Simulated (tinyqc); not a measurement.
Inside a calculation. Model: capillary instabilities by surface diffusion: grooving and agglomeration of films, edge retraction, wire break-up and smoothing of roughness. Computed by tinyqc, a small Python program that keeps every step. Command: `OMP_NUM_THREADS=1 python tinyqc.py 3010355 3010356 out.jsonl dewet walk`. One thread of a shared host (Intel(R) Xeon(R) Processor @ 2.30GHz), about 0.01 s of CPU time with the checks. Intermediate numbers are printed to about 7 digits and carried at full precision; extremes and crossings named in words are read from the listed rows.

Isotropic surface energy; shapes change by surface diffusion alone.

Inputs (values chosen for the exercise, of the order of those of a gold film):

| quantity | value | unit |
|---|---|---|
| surface energy gamma_s | 1.42 | J/m^2 |
| grain-boundary energy gamma_b | 0.67 | J/m^2 |
| interface energy gamma_i | 1.3 | J/m^2 |
| contact angle on the substrate theta | 90 | degrees |
| atomic volume Omega | 17 | angstrom^3 |
| surface sites nu | 7.6 | 1/nm^2 |
| prefactor D0 | 1.8e-06 | m^2/s |
| activation energy Q | 0.922 | eV |
| temperature T | 570 | K |
| time t | 560 | s |
| film thickness h | 8.6 | nm |
| grain radius R | 130 | nm |
| wire radius r | 19 | nm |
| initial ripple over radius | 0.01 | - |
| roughness wavelength lambda | 14 | nm |

Grooves: at the surface and the interface.

Constants: k_B = 8.617333262e-05 eV/K; k_B = 1.380649e-23 J/K.

## The Mullins constant

B = D_s nu gamma_s Omega^2/(k_B T), D_s = D0 exp(-Q/(k_B T)).

D_s = 1.268266e-14 m^2/s

B = 5026.340 nm^4/s

length (B t)^(1/4) = 40.96000 nm

Lengths grow as t^(1/4): doubling one takes 16 times as long, or roughly 110 K more.

## Will grooves cut through?

Groove angle beta: sin(beta) = gamma_b/(2 gamma). For circular grains of radius R with spherical caps the groove ends (measured from the mean surface) at the depth R g(beta), g = (2 - 3 cos beta + cos^3 beta)/(3 sin^3 beta). The film parts if R [g(beta_s) + g(beta_i)] > h.

beta_s = 13.64559 degrees

beta_i = 14.93318 degrees

sum of g = 0.1260135

critical R/h = 7.935660

final depth over h = 1.904855

Given enough time, the grooves reach through: holes open at boundaries and, earlier, at triple junctions.

## Groove growth in time

Mullins' isolated groove: depth below the flat surface d = 0.780 m (B t)^(1/4), m = tan(beta_s), width between the ridges 4.6 (B t)^(1/4); time to reach h: (h/(0.780 m))^4/B.

groove depth = 7.756146 nm

groove width = 188.4160 nm

time to reach the substrate = 846.4435 s

Caution: the grains are too small for the surface groove ever to reach the depth h.

## Retraction of a straight edge

A rim shaped as a circular segment with contact angle theta holds the area h x; its radius r obeys r^2 (theta - sin theta cos theta) = h x. To advance, the edge must carry a strip of the rim height H = r (1 - cos theta) over the rim, driven by the curvature 1/r over the distance r theta (the scaling argument of Brandon and Bradshaw): H dx/dt = B/(theta r^2) gives x^(5/2) = (5/2) B t c^(3/2)/(theta (1 - cos theta) h^(3/2)), c = theta - sin theta cos theta.

retraction x = 164.9973 nm

rim height H = 30.05576 nm

present speed = 0.1178552 nm/s

The rim is 3.5 times the film thickness. x goes as t^(2/5) h^(-3/5): thin films retract faster.

## Break-up of a free wire

A wire with r + A cos(k z) has dA/dt = (B/r^4) (kr)^2 [1 - (kr)^2] A: unstable for wavelengths above 2 pi r, fastest at kr = 1/sqrt 2 with the rate B/(4 r^4); break-up time about (4 r^4/B) ln(r/A0); each wavelength makes a sphere of radius (3 r^2 lambda_m/4)^(1/3).

fastest wavelength = 168.8296 nm

break-up time = 477.6043 s

radius of the spheres = 35.75518 nm

t over the break-up time = 1.172519

The wire breaks up within t. Caution: faceting can stabilise wires along low-index directions.

## Smoothing against break-up

Roughness of wavelength lambda on a flat face decays as exp[-B (2 pi/lambda)^4 t]; the smoothing time is that for a factor e^3.

Times (s); the last column is (h/(0.780 tan beta_s))^4/B:

| T (K) | B (nm^4/s) | smoothing | wire break-up | groove to depth h |
|---|---|---|---|---|
| 484 | 2.107533e+02 | 3.508645e-01 | 1.139057e+04 | 2.018717e+04 |
| 513 | 6.937846e+02 | 1.065833e-01 | 3.460154e+03 | 6.132326e+03 |
| 542 | 2.004415e+03 | 3.689149e-02 | 1.197657e+03 | 2.122571e+03 |
| 570 | 5.026340e+03 | 1.471167e-02 | 4.776043e+02 | 8.464435e+02 |
| 598 | 1.153792e+04 | 6.408944e-03 | 2.080619e+02 | 3.687418e+02 |
| 627 | 2.517421e+04 | 2.937367e-03 | 9.535958e+01 | 1.690029e+02 |
| 684 | 9.566381e+04 | 7.729764e-04 | 2.509414e+01 | 4.447359e+01 |

All times share 1/B, so their ratios do not depend on T: break-up over smoothing is 32000. An anneal can smooth this roughness well before the wire breaks. Smoothing is safe for lambda well below 2 pi r, above which a ripple along the wire grows instead. B spans 2.7 decades over these rows.

Checks made by the program: g against the volume of a spherical cap (relative difference below 1e-10).
